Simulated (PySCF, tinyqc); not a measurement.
Ways to converge the cycle: SCF convergence aids in the sto-6g basis, for H6, spin multiplicity 1. Computed by the program tinyqc with PySCF. 

Geometry (angstrom):

| atom | x | y | z |
|---|---|---|---|
| H | 0.0000 | 0.0000 | 0.0000 |
| H | 0.0000 | 0.0000 | 1.2810 |
| H | 0.0000 | 0.0000 | 2.6780 |
| H | 0.0000 | 0.0000 | 3.9590 |
| H | 0.0000 | 0.0000 | 5.3550 |
| H | 0.0000 | 0.0000 | 6.6360 |

lowest restricted solution found by these runs and by PySCF = -2.959224 hartree

RHF with one setting changed at a time; a run stops when the energy changes by less than 1e-09 hartree and the error matrix is below 1e-5. The start is the core Hamiltonian. Damping d keeps d of the old density; a shift (hartree) raises the virtual levels; DIIS n extrapolates F over n matrices.

Largest element of the error matrix X^T (FDS - SDF) X:

| iteration | plain | damping 0.3 | damping 0.6 | shift 0.4 | DIIS 3 | DIIS 8 |
|---|---|---|---|---|---|---|
| 1 | 3.8e-01 | 3.8e-01 | 3.8e-01 | 3.8e-01 | 3.8e-01 | 3.8e-01 |
| 2 | 1.1e-01 | 5.7e-02 | 2.1e-01 | 1.5e-01 | 1.1e-01 | 1.1e-01 |
| 3 | 2.5e-02 | 3.4e-02 | 1.1e-01 | 4.3e-02 | 2.2e-02 | 2.2e-02 |
| 4 | 6.8e-03 | 1.9e-02 | 5.9e-02 | 1.8e-02 | 3.3e-03 | 3.3e-03 |
| 5 | 2.5e-03 | 1.1e-02 | 3.1e-02 | 1.1e-02 | 2.7e-04 | 2.1e-04 |
| 6 | 9.6e-04 | 6.0e-03 | 2.3e-02 | 6.9e-03 | 1.7e-05 | 8.1e-06 |
| 8 | 1.4e-04 | 1.9e-03 | 1.3e-02 | 2.6e-03 | 2.9e-07 | - |
| 10 | 1.9e-05 | 6.0e-04 | 7.4e-03 | 9.8e-04 | - | - |
| 14 | - | 6.1e-05 | 2.3e-03 | 1.4e-04 | - | - |
| 20 | - | 2.0e-06 | 4.1e-04 | 7.4e-06 | - | - |
| 30 | - | - | 2.4e-05 | - | - | - |

How each run ends:

| run | iterations | E (hartree) | state |
|---|---|---|---|
| plain | 12 | -2.959224 | lowest found |
| damping 0.3 | 20 | -2.959224 | lowest found |
| damping 0.6 | 40 | -2.959224 | lowest found |
| shift 0.4 | 20 | -2.959224 | lowest found |
| DIIS 3 | 8 | -2.959224 | lowest found |
| DIIS 8 | 7 | -2.959224 | lowest found |

6 of 6 runs reach the lowest restricted solution found, in 7 to 40 iterations (fastest: DIIS 8). Plain steps already contract here, so damping only slows them. DIIS 3 and DIIS 8 gain by cancelling the error over several earlier matrices, much as a quasi-Newton step does. The restricted reference is unstable here: a spin-polarised solution lies 0.0516 hartree lower (PySCF), so results built on it describe a poor reference.
